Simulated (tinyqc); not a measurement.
Hubbard ring of 4 sites, step by step. One step of it, computed by the program tinyqc.

Task: Mean-field iteration 2. H(up) = T + U n(down), H(down) = T + U n(up); fill the lowest levels; n(new) = n + mixing (n(out) - n); E = tr T (rho up + rho down) + U sum n_up n_down of the output.

one-body matrix (hopping and site energies) (eV), order 1, 2, 3, 4:
```
[[-0.310000, -1.390000, 0.000000, -1.390000],
 [-1.390000, 0.180000, -1.390000, 0.000000],
 [0.000000, -1.390000, 0.300000, -1.390000],
 [-1.390000, 0.000000, -1.390000, 0.760000]]
```

U = 4.300000 eV

electrons, up and down: [2, 2]

mixing = 1

n(up) after iteration 1: [0.913271, 0.107138, 0.892360, 0.087231]

n(down) after iteration 1: [0.136466, 0.892943, 0.106341, 0.864249]

Give: levels, up; levels, down; energy; n(up) after iteration 2; n(down) after iteration 2.

Result:

levels, up (eV): [-0.997, 0.544, 4.223, 5.760]

levels, down (eV): [-0.804, 0.911, 3.852, 5.572]

energy = -2.029 eV

n(up) after iteration 2: [0.899, 0.121, 0.878, 0.102]

n(down) after iteration 2: [0.148, 0.881, 0.118, 0.853]
